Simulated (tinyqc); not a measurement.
Worked calculation: polytypes by hexagonality, and a cubic inclusion as a quantum well. Values are carried at full precision from step to step, so a last printed digit may differ when a step is redone from the rounded ones.

A layer is h if its two neighbours in the periodic sequence sit on the same site, k otherwise; the hexagonality h is the share of h layers.

Constants: hbar^2/2m0 = 3.80998211 eV angstrom^2.

Inputs chosen for the exercise (of the order of those of InAs; the results hold for these values, not for the real material): E3 = 0.412 eV (gap of the cubic polytype); E2 = 0.461 eV (gap of 2H); Ev2 = 0.044 eV (valence top of 2H above that of 3C); P2 = 0.0018 C/m^2 (spontaneous polarisation of 2H); m = (0.024, 0.027) m0 (electron mass along c in the cubic layer and in the host); d = 3.51 angstrom (thickness of a double layer); eps = 15.3 (dielectric constant); N = 12 (double layers in the cubic inclusion).

## Hexagonality

Stacking sequences:

| polytype | sequence |
|---|---|
| 10H | ABCABCBACB |
| 9R | ABCBCACAB |
| 4H | ABCB |
| 2H | AB |
| 15R | ABCACBCABACABCB |

Give the h/k string and h of each.

Hexagonality:

| polytype | h/k string | h |
|---|---|---|
| 10H | hkkkkhkkkk | 0.2000 |
| 9R | hkhhkhhkh | 0.6667 |
| 4H | hkhk | 0.5000 |
| 2H | hh | 1.0000 |
| 15R | hkkhkhkkhkhkkhk | 0.4000 |

## Gaps and band edges

Gap: E3 + (E2 - E3) h. Valence top Ev2 h and polarisation P2 h, both counted from 3C; Ec = Ev + gap.

Evaluate for each polytype.

Results:

| polytype | gap (eV) | Ev (eV) | Ec (eV) | P (C/m^2) |
|---|---|---|---|---|
| 10H | 0.4218 | 0.0088 | 0.4306 | 0.00036 |
| 9R | 0.4447 | 0.0293 | 0.4740 | 0.00120 |
| 4H | 0.4365 | 0.0220 | 0.4585 | 0.00090 |
| 2H | 0.4610 | 0.0440 | 0.5050 | 0.00180 |
| 15R | 0.4316 | 0.0176 | 0.4492 | 0.00072 |

The widest gap is that of 2H, the narrowest that of 10H. Ev and Ec both rise with h, so 3C collects electrons and the more hexagonal side holes: a staggered line-up.

## The bound level without the field

A cubic inclusion of width L = N d in the host (h = 1) is a well of depth V = Ec(host) - Ec(3C). Square well with mass mismatch: k tan(k L/2) = (m_w/m_b) q, k = sqrt(m_w E/c), q = sqrt(m_b (V - E)/c), c = hbar^2/2m0, lowest root. The depth of the level, V - E, is its binding, and the transition to the valence top of the host is gap(host) - (V - E). The step in polarisation gives a field |F| = |P|/(eps eps0) in a thin inclusion, eps0 = 8.8541878e-12 F/m.

Give V, L, the level E, its depth below the host conduction edge and the transition to the valence top of the host, gap(host) - (V - E).

V = 0.0930 eV
L = 42.120 angstrom
E above the bottom = 0.0734 eV
depth below the host edge = 0.0196 eV
transition = 0.4414 eV

The level keeps 21 % of the well depth. The transition lies above the gap of 3C itself (0.412 eV).

## The polarisation field

Give |F|, the drop |F| L, the bound charge |P|/e per cm^2 (e = 1.602176634e-19 C), and, as a first estimate, the shift -|F| L/2 of the transition for an electron centred in the layer and a hole in the host on the high side.

|F| = 0.133 MV/cm
drop = 56.0 meV
bound charge = 1.12e+12 cm^-2
estimated shift = -28.0 meV

The drop is 60 % of the well depth. The host edge on the low side sinks by 28 meV against the centre, more than the 20 meV by which the flat well binds, so the level may not survive the field and the estimate must be checked.

## Checks

- Square-well root against finite differences on a grid of 0.5 angstrom (eV): both 0.073.

Computed by tinyqc, a small Python program: `OMP_NUM_THREADS=1 python tinyqc.py 1881243 1881244 out.jsonl` (the numbers bound the seed that draws the inputs); one thread of a shared host (Intel(R) Xeon(R) Processor @ 2.30GHz), about 0.1 s for the whole set of steps.
